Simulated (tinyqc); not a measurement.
Linear model of a band gap against the share of exact exchange: sweeps and comparisons. A value that a table varies takes the place of the one given here.

E(alpha) = E0 + S alpha. A wider gap screens less, modelled in the Penn form eps(alpha) = 1 + (e0 - 1)(EP/(EP + S alpha))^2 with a scale EP chosen for the exercise. A dielectric-dependent hybrid takes alpha = 1/eps.

Values chosen for the exercise (of the order of those of SiO2; not measured data): E0 = 5.57 eV (gap of the semi-local functional); S = 10.24 eV (slope dE/d(alpha)); e0 = 2.6 (optical dielectric constant at alpha = 0); EP = 30.4 eV (energy scale of the screening); Et = 9.06 eV (target gap).

## Sweep of alpha

Also the exciton scale relative to alpha = 0, (m/m(0))(eps(0)/eps)^2, with a mass proportional to E + D, D = E0/2 + 0.3 eV, a k.p rule for direct gaps only.

Results:

| alpha | E (eV) | eps | alpha eps | exciton scale |
|---|---|---|---|---|
| 0.00 | 5.570 | 2.600 | 0.000 | 1.00 |
| 0.05 | 6.082 | 2.547 | 0.127 | 1.10 |
| 0.10 | 6.594 | 2.497 | 0.250 | 1.21 |
| 0.15 | 7.106 | 2.450 | 0.367 | 1.33 |
| 0.20 | 7.618 | 2.404 | 0.481 | 1.45 |
| 0.25 | 8.130 | 2.361 | 0.590 | 1.57 |
| 0.35 | 9.154 | 2.280 | 0.798 | 1.84 |
| 0.50 | 10.690 | 2.172 | 1.086 | 2.28 |

alpha eps reaches 1 between alpha = 0.35 and 0.5 (fixed point 0.454), and the target gap is met between 0.25 and 0.35. At the fixed point the gap is 10.22 eV, +1.16 eV from the target. From 0 to 0.25 the gap grows by 2.56 eV while eps falls by 9 %; the exciton scale, which takes both, grows by a factor of 1.57.

## What each parameter does

Fixed point alpha = 1/eps(alpha), gap and eps there. Each row changes one parameter from the base and keeps the others.

Results:

| case | alpha | E (eV) | eps |
|---|---|---|---|
| base | 0.4537 | 10.216 | 2.204 |
| E0 = 6.127 eV | 0.4537 | 10.773 | 2.204 |
| S = 11.264 eV | 0.4615 | 10.768 | 2.167 |
| e0 = 2.34 | 0.5054 | 10.746 | 1.978 |
| EP = 33.44 eV | 0.4468 | 10.145 | 2.238 |

The largest shifts from the base row, up to three for each result and ties (the steps differ in size, so this ranks the rows, not the parameters). alpha: e0 +0.0517, S +0.0078, EP -0.0069; unchanged at the printed digits by E0. E (eV): E0 +0.557, S +0.552, e0 +0.529. eps: e0 -0.225, S -0.037, EP +0.034; unchanged at the printed digits by E0.

(tinyqc, `OMP_NUM_THREADS=1 python tinyqc.py 1881239 1881240 out.jsonl`, Intel(R) Xeon(R) Processor @ 2.30GHz, 1 thread, shared host, about 0.01 s.)
